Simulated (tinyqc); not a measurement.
# Frequency dispersion of an accumulation capacitance by border traps, distributed model: effects of single changes

Traps spread evenly through the insulator exchange electrons with the semiconductor by tunnelling, with tau(x) = t0 exp(2 ka x) at depth x from the interface. The admittance per area Y seen at depth x obeys dY/dx = -Y^2/(i w eps0 eox) + q Nb ln(1 + i w tau)/tau, with Y(0) = i w Cs and w = 2 pi f; the gate sees Y(tox) = G + i w C. Working variable y = Y/(i w), in uF/cm^2. Cox = eps0 eox/tox.

Parameters, values chosen for the exercise; permittivity close to that of aluminium oxide: relative permittivity of the insulator eox = 8.75; insulator thickness tox = 11 nm; semiconductor capacitance in accumulation Cs = 5.6 uF/cm^2; density of border traps Nb = 9.8e19 cm^-3 eV^-1; decay constant of the wave function in the insulator ka = 4.1 1/nm; time constant of a trap at the interface t0 = 3e-9 s; frequency f = 1e6 Hz.

Constants: q = 1.602176634e-19 C, eps0 = 8.8541878128e-14 F/cm where lengths are in cm. Results are converted to the units shown.

Each table varies one quantity; the others keep the values above.

## Capacitance and loss against frequency

Cox; trap-free value 1/(1/Cox + 1/Cs); response depth d = ln(1/(w t0))/(2 ka), where w tau = 1; lumped estimate: all traps within d act as C_bt = q Nb d placed at d/2, so C = 1/{1/[1/(1/Cs + d/(2 eps0 eox)) + C_bt] + (tox - d/2)/(eps0 eox)}. C and G from a fine integration; dispersion -d C/d log10 f over C, from f times and over 1.1. For a broad spread of time constants G/w is close to -(pi/2) dC/d ln w.

The same in every row: trap-free C (uF/cm^2) = 0.6256.

Results:
```
f (Hz)	d (nm)	C (uF/cm^2)	G/w (uF/cm^2)	dispersion (% a decade)	-(pi/2) dC/d ln w (uF/cm^2)	lumped C (uF/cm^2)
10	1.888	0.7026	0.01051	2.193	0.01051	0.6864
100	1.608	0.6878	0.009649	2.057	0.009651	0.6752
1000	1.327	0.6743	0.008772	1.908	0.008776	0.6646
1e5	0.7651	0.6512	0.006942	1.564	0.006949	0.6454
1e6	0.4843	0.6417	0.005969	1.368	0.005989	0.6371
1e7	0.2035	0.6337	0.004836	1.154	0.004987	0.6300
```

Estimate the missing row, f = 10000 Hz.

Computed row:
```
f (Hz)	d (nm)	C (uF/cm^2)	G/w (uF/cm^2)	dispersion (% a decade)	-(pi/2) dC/d ln w (uF/cm^2)	lumped C (uF/cm^2)
10000	1.046	0.6621	0.007873	1.744	0.007878	0.6546
```

With this row back in the table: C falls from 0.7026 to 0.6337 uF/cm^2, towards the trap-free 0.6256; each decade of frequency removes ln 10/(2 ka) = 0.281 nm from the response depth. The dispersion falls from 2.19 to 1.15 % a decade and G/w falls from 0.0105 to 0.00484 uF/cm^2. G/w lies between 0.970 and 1.00 times -(pi/2) dC/d ln w, the relation for a broad spread of time constants.

## Effect of the decay constant of the wave function in the insulator

Same model as above.

The same in every row: trap-free C (uF/cm^2) = 0.6256.

Effect of the decay constant of the wave function in the insulator:
```
ka (1/nm)	d (nm)	C (uF/cm^2)	G/w (uF/cm^2)	dispersion (% a decade)	-(pi/2) dC/d ln w (uF/cm^2)	lumped C (uF/cm^2)
2.5	0.7943	0.6568	0.01215	2.721	0.01219	0.6463
3.2	0.6205	0.6479	0.008461	1.921	0.008489	0.6410
3.9	0.5091	0.6428	0.006397	1.464	0.006418	0.6378
4.6	0.4317	0.6396	0.005101	1.173	0.005118	0.6357
5.3	0.3746	0.6373	0.004221	0.9743	0.004236	0.6342
6	0.3309	0.6357	0.003589	0.8307	0.003602	0.6331
6.7	0.2964	0.6344	0.003116	0.7226	0.003127	0.6322
7.4	0.2683	0.6335	0.002749	0.6385	0.002759	0.6315
```

As ka goes from 2.5 to 7.4, C falls from 0.657 to 0.633 uF/cm^2, the dispersion falls from 2.72 to 0.638 % a decade and G/w falls from 0.0121 to 0.00275 uF/cm^2. The lumped estimate is 1.6 % below C in the first row and 0.31 % below it in the last.

Program tinyqc, `OMP_NUM_THREADS=1 python tinyqc.py 2202149 2202150 out.jsonl`; Intel Xeon 2.30GHz, shared host, one thread, about 0.7 s.
